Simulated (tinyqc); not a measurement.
Worked calculation: shallow acceptor in the spherical four-band model. Values are carried at full precision from step to step, so a last printed digit may differ when a step is redone from the rounded ones.

Units Ry* = Ry/(g1 eps^2) and a* = a0 eps g1; mu = (6 g3 + 4 g2)/(5 g1) is the spherical heavy-light coupling and delta = (g3 - g2)/g1 the cubic term, which is left out.

Constants: Ry = 13.60569312 eV; a0 (Bohr radius) = 0.5291772105 angstrom.

Inputs chosen for the exercise (near those of a shallow acceptor in Si, where the small spin-orbit splitting and strong warping make this model rough; not measured data):

| symbol | value | unit | meaning |
|---|---|---|---|
| g1 | 4.29 |  | Luttinger gamma1 |
| g2 | 0.34 |  | gamma2 |
| g3 | 1.44 |  | gamma3 |
| eps | 11.4 |  | dielectric constant |
| al | (0.174, 1.05, 6.27) | 1/a*^2 | exponents a_i, the same for f and g |
| Dso | 0.044 | eV | spin-orbit splitting |

## Units and couplings

Give Ry*, a*, mu, delta and the spherical masses 1/(g1 (1 -/+ mu)).

Ry* = 24.404 meV
a* = 25.88 angstrom
mu = 0.4662
delta = 0.2564

heavy and light mass (m0): 0.4367  0.1590

A hydrogen model with the heavy mass would bind by Ry*/(1 - mu) = 45.7 meV and with the light mass by 16.6 meV. delta/mu = 0.55: the cubic term is not small, so the spherical result is a first estimate.

## Matrices in a small basis

The ground state 1S3/2 has an L = 0 part f(r) and an L = 2 part g(r). In units of Ry* and a*, with Gaussians f_i = exp(-a_i r^2), g_i = r^2 exp(-a_i r^2), A = a_i + a_j and I(n) = Gamma((n + 1)/2)/(2 A^((n + 1)/2)): S_ff = I(2), S_gg = I(6), H_ff = (6 a_i a_j/A) I(2) - 2 I(1), H_gg = (14 a_i a_j/A) I(6) - 2 I(5), H_fg = -mu [15 I(2) - 20 a_j I(4) + 4 a_j^2 I(6)]; each function is then normalised. The split-off band is left out.

Form S and H.

S, lower triangle:
```
        f1      f2      f3      g1      g2      g3
f1  1.0000
f2  0.5837  1.0000
f3  0.1846  0.5870  1.0000
g1       0       0       0  1.0000
g2       0       0       0  0.2847  1.0000
g3       0       0       0  0.0194  0.2885  1.0000
```

H (Ry*), lower triangle:
```
         f1       f2        f3       g1      g2       g3
f1  -0.8093
f2  -0.9346  -0.1204
f3  -0.8699  -0.4164   10.8184
g1  -0.3142  -0.5398   -0.2196   0.5080
g2  -0.0894  -1.8959   -3.2659   0.2158  5.6058
g3  -0.0061  -0.5469  -11.3210  -0.0133  2.6930  39.6278
```

## Ground state in the small basis

Solve H u = E S u for the lowest level of the acceptor; the first half of the basis is L = 0 and the second L = 2. Give E, E without the f-g block, and the L = 2 weight u_g S_gg u_g with u S u = 1.

E = -1.219 Ry*
E without coupling = -0.989 Ry*
L = 2 weight = 0.086

Without the coupling the exact value is -1, which this basis, tuned to the compact coupled state, misses by 0.011. The coupling to L = 2 takes the level to 1.22 times that exact value.

## Converged result

Converged values use 22 exponents 2.2^i, i = -7 to 14, for f and for g.
Ground and next level of the same symmetry, L = 2 weight and mean radius.

1S3/2 and 2S3/2 (Ry*): -1.249  -0.340

binding energies (meV): 30.5  8.3

L = 2 weight = 0.095
<r> = 32.1 angstrom

The small basis reaches 98 % of the binding. The ratio 1S/2S is 3.67 (4 for hydrogen). The binding is 0.69 of Dso, so the split-off band, left out here, would deepen it noticeably.

## Checks

- Level at mu = 0 against -1 Ry*: both -1.0000.
- Ground level from a second, denser basis, Ry*: both -1.249.

tinyqc: `OMP_NUM_THREADS=1 python tinyqc.py 1250290 1250291 out.jsonl`; about 0.04 s, one thread, shared Intel(R) Xeon(R) Processor @ 2.30GHz.
